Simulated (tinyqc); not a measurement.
n-type polysilicon, carrier trapping at grain boundaries: two steps of the calculation.

One-dimensional grains of size Lg, uniform ionised doping N, monovalent traps Qt at each boundary at a depth Et below (for electrons) or above (for holes) the band edge there, abrupt depletion of width W on each side of a boundary, Boltzmann statistics. xi is the distance from the band edge at the grain centre to the Fermi level. Trapped charge Qt/(1 + exp((xi + VB - Et)/Vt)) = 2 N W, barrier VB = q N W^2/(2 eps0 eps_r).

Parameters, values chosen for the exercise; values of the order met in polycrystalline silicon:
```
symbol    value        unit                                                              meaning
T           350           K                                                          temperature
eps_r      11.7                                                            relative permittivity
NB      3.53e19       cm^-3                               conduction-band density of states at T
Lg           46          nm                                                           grain size
Qt       3.7e12       cm^-2                                     trap density of a grain boundary
Et         0.45          eV  depth of the trap level from the majority band edge at the boundary
ms         0.43          m0                                         mass for thermionic emission
fe         0.12                                           correction factor of the emission rate
mug          48  cm^2/(V s)                                           mobility inside the grains
N        3.4e17       cm^-3                                                               doping
```

Constants: q = 1.602176634e-19 C, kB = 1.380649e-23 J/K, m0 = 9.1093837015e-31 kg, Vt = kB T/q, eps0 = 8.8541878128e-14 F/cm where lengths are in cm. Results are converted to the units shown.

Problem 1. Depletion width, Fermi level and barrier. If the trap equation with xi = Vt ln(NB/N) has a root W < Lg/2, the grain is partly depleted; otherwise W = Lg/2 and the trap equation gives xi = Et - VB + Vt ln(Qt/(N Lg) - 1). N* = Qt/Lg.

Wanted: N*; W; xi; VB; share of traps filled.

Solution 1.

N* = 8.043e17 cm^-3
W = 23.00 nm
xi = 0.3203 V
VB = 0.1391 V
share of traps filled = 0.4227

N is 0.423 N*, and the grain is fully depleted; VB = 4.61 Vt.

Problem 2. Resistivity and effective mobility. n0 = NB exp(-xi/Vt); mean density n0 (1 - 2 W/Lg) by charge balance in a partly depleted grain, and n0 (sqrt(pi)/2) erf(u)/u with u = sqrt(VB/Vt) in a fully depleted one; v = sqrt(kB T/(2 pi ms m0)); barrier resistivity Vt exp(VB/Vt)/(q fe n0 v Lg); grain resistivity (1 - 2 W/Lg)/(q n0 mug); effective mobility 1/(q mean density total resistivity).

W = 23 nm
xi = 0.32031569 V
VB = 0.13908503 V

Find: n0; mean density; v; barrier resistivity; grain resistivity; resistivity; effective mobility.

Solution 2.

n0 = 8.6185e14 cm^-3
mean density = 3.5483e14 cm^-3
v = 4.4311e6 cm/s
barrier resistivity = 8986.5 ohm cm
grain resistivity = 0.0000 ohm cm
resistivity = 8986.5 ohm cm
effective mobility = 1.9574 cm^2/(V s)

The resistivity is 23500 times that of a single crystal with the same N and mobility mug, and the mean density is 0.104 % of N.

Computed by the program tinyqc: `OMP_NUM_THREADS=1 python tinyqc.py 2830182 2830183 out.jsonl`, one thread of a shared Intel Xeon 2.30GHz, about 0.01 s for the whole run.
